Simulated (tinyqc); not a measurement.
Temperature and segregation coefficient: dopant redistribution at a moving silicon-oxide interface during parabolic oxidation. Computed by tinyqc, a small Python program. Command: `OMP_NUM_THREADS=1 python tinyqc.py 3008283 3008284 out.jsonl segox walk`. One thread of a shared host (Intel(R) Xeon(R) Processor @ 2.30GHz), about 0.01 s of CPU time with the checks.

Uniformly doped silicon is oxidised with x_ox = sqrt(B t); the interface advances into the silicon by alpha x_ox, alpha = 0.44. The dopant does not move in the oxide, and at the interface C(silicon) = m C(oxide).

Inputs (values chosen for the exercise, modelled on boron in silicon under dry oxygen):

| quantity | value | unit |
|---|---|---|
| dopant prefactor D0 | 0.964 | cm^2/s |
| dopant activation energy E | 3.48 | eV |
| oxidation prefactor B0 | 796 | um^2/h |
| oxidation activation energy E_B | 1.23 | eV |
| segregation coefficient m = C(silicon)/C(oxide) | 0.2 | - |

Constants: k_B = 8.617333262e-05 eV/K.

Method:
- D = D0 exp(-E/(k_B T)), converted with 1 cm^2/s = 3.6e11 um^2/h; B = B0 exp(-E_B/(k_B T)); s = alpha sqrt(B/(4 D)), the interface advance over 2 sqrt(D t).
- Temperatures in kelvin are T(C) + 273.15.
- With the dopant diffusivity D and s = alpha x_ox/(2 sqrt(D t)), in the silicon C = C_B + (C_s - C_B) erfc(y/(2 sqrt(D t)))/erfc(s), y from the original surface. Dopant balance at the interface gives C_s/C_B = 1/[1 + (1/(m alpha) - 1) g], g = sqrt(pi) s exp(s^2) erfc(s).

C_s/C_B:

| T (C) | s | this m | m = 0.2 | m = 1/alpha | m = 10 |
|---|---|---|---|---|---|
| 850 | 1.1770 | 0.10759 | 0.10759 | 1 | 2.6210 |
| 900 | 0.7172 | 0.12754 | 0.12754 | 1 | 2.0410 |
| 950 | 0.4550 | 0.15760 | 0.15760 | 1 | 1.6627 |
| 1000 | 0.2992 | 0.19838 | 0.19838 | 1 | 1.4312 |
| 1050 | 0.2031 | 0.24943 | 0.24943 | 1 | 1.2893 |
| 1100 | 0.1418 | 0.30909 | 0.30909 | 1 | 1.2000 |
| 1150 | 0.1015 | 0.37463 | 0.37463 | 1 | 1.1422 |
| 1200 | 0.0744 | 0.44274 | 0.44274 | 1 | 1.1036 |

s falls from 1.18 to 0.0744 as T rises, because diffusion has the larger activation energy (3.48 against 1.23 eV); the ratio for this m moves from 0.108 to 0.443, towards 1. At m = 1/alpha the oxide takes exactly what the silicon held, and nothing moves. The ratio does not depend on time, since both lengths grow as sqrt(t).
